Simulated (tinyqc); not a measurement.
## Charge imbalance from the loss of breakdown voltage

Problem. In a superjunction of pillar doping N and length Lp an imbalance dl lowers BV by q |dl| N Lp^2/(4 eps0 eps_r), as long as the field reaches through the pillar. Find |dl| and the net dose error |dl| N wp.

Values chosen for this exercise: relative permittivity of the semiconductor eps_r = 11.5; width of each pillar wp = 2 um.

Constants: q = 1.602176634e-19 C, eps0 = 8.8541878128e-14 F/cm where lengths are in cm. Results are converted to the units shown.

BV balanced and BV measured (V): 610  430.11163
N = 1.1229818e16 cm^-3
Lp = 23.948818 um

Solution. The loss is linear in |dl|; its sign cannot be told from BV.

|dl| = 7.10 %
dose error = 1.59e11 cm^-2

Computed by the program tinyqc: `OMP_NUM_THREADS=1 python tinyqc.py 2590003 2590004 out.jsonl`, one thread of a shared Intel Xeon 2.30GHz, about 0.01 s for the whole run.
